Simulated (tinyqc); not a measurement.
# Worked calculation: disorder broadening of a flat band (such as a Landau level) in the self-consistent Born approximation

Program tinyqc, `OMP_NUM_THREADS=1 python tinyqc.py 2720045 2720046 out.jsonl`; Intel Xeon 2.30GHz, shared host, one thread, about 0.01 s. Printed values are rounded.

The local Green function is G = g0(z - Sigma) with z = E + i eta and g0(z) = 1/z; the self-energy is Sigma = D G. The density of states is -Im G/pi.

Inputs (values chosen for the exercise): variance of the random potential D = 2.1 eV^2; bare broadening eta = 0.55 eV; energy from the band centre E = -1.461 eV; mixing mix = 0.7.

Constants: q = 1.602176634e-19 C, hbar = 1.054571817e-34 J s. Results are converted to the units shown.

Range of the model: The self-consistent Born approximation misses band tails from rare fluctuations and localisation.

## Iteration 1: Born step

Sigma at the start = 0.00000+0.00000i eV

G = g0(z - Sigma), Sigma(out) = D G, Sigma(new) = Sigma + mix (Sigma(out) - Sigma).

G = -0.599502-0.225685i 1/eV
Sigma(out) = -1.25896-0.47394i eV
Sigma after iteration 1 = -0.881269-0.331758i eV

Sigma(out) of this first step, from Sigma = 0, is the plain (first) Born approximation.

## Iteration 2: Born step

As before.

G = -0.520599-0.791819i 1/eV
Sigma(out) = -1.09326-1.66282i eV
Sigma after iteration 2 = -1.02966-1.26350i eV

## Iteration 3: Born step

As before.

G = -0.124132-0.521895i 1/eV
Sigma(out) = -0.26068-1.09598i eV
Sigma after iteration 3 = -0.49137-1.14624i eV

## Course of the iteration

Stop when |Sigma(out) - Sigma| is below 1e-10 eV, or after 300 iterations; the start is Sigma = 0.

Course of the iteration:

| iteration | Re Sigma (eV) | Im Sigma (eV) | \|Sigma(out) - Sigma\| (eV) |
|---|---|---|---|
| 1 | -0.88127 | -0.33176 | 1.35 |
| 2 | -1.02966 | -1.26350 | 1.35 |
| 3 | -0.49137 | -1.14624 | 0.787 |
| 4 | -0.52080 | -0.99706 | 0.217 |
| 5 | -0.57795 | -0.99302 | 0.0819 |
| 6 | -0.58408 | -1.01555 | 0.0334 |
| 7 | -0.57557 | -1.01939 | 0.0133 |
| 8 | -0.57353 | -1.01632 | 5.25e-3 |
| 9 | -0.57459 | -1.01533 | 2.07e-3 |
| ... | ... | ... | ... |
| 20 | -0.57487 | -1.01582 | 7.54e-8 |
| 21 | -0.57487 | -1.01582 | 2.98e-8 |
| 22 | -0.57487 | -1.01582 | 1.18e-8 |
| 23 | -0.57487 | -1.01582 | 4.64e-9 |
| 24 | -0.57487 | -1.01582 | 1.83e-9 |
| 25 | -0.57487 | -1.01582 | 7.24e-10 |
| 26 | -0.57487 | -1.01582 | 2.86e-10 |
| 27 | -0.57487 | -1.01582 | 1.13e-10 |
| 28 | -0.57487 | -1.01582 | 4.46e-11 |

Converged in 28 iterations. At the solution d Sigma(out)/d Sigma = -0.334+0.556i, so the error shrinks by |1 - mix + mix times that| = 0.395 a step.

## Density of states and lifetime

converged Sigma = -0.57487-1.01582i eV

G = Sigma/D, density of states -Im G/pi, lifetime hbar/(2 |Im Sigma|); without disorder the density of states is -Im g0(z)/pi. Closed form: G = (z - sqrt(z^2 - 4 D))/(2 D) with the root that gives Im G < 0; for eta -> 0 a semi-ellipse of half-width 2 sqrt(D).

density of states = 0.153974 1/eV
lifetime = 0.323981 fs
density of states without disorder = 0.0718379 1/eV

Disorder makes the density of states at this energy 2.14 times the clean value.
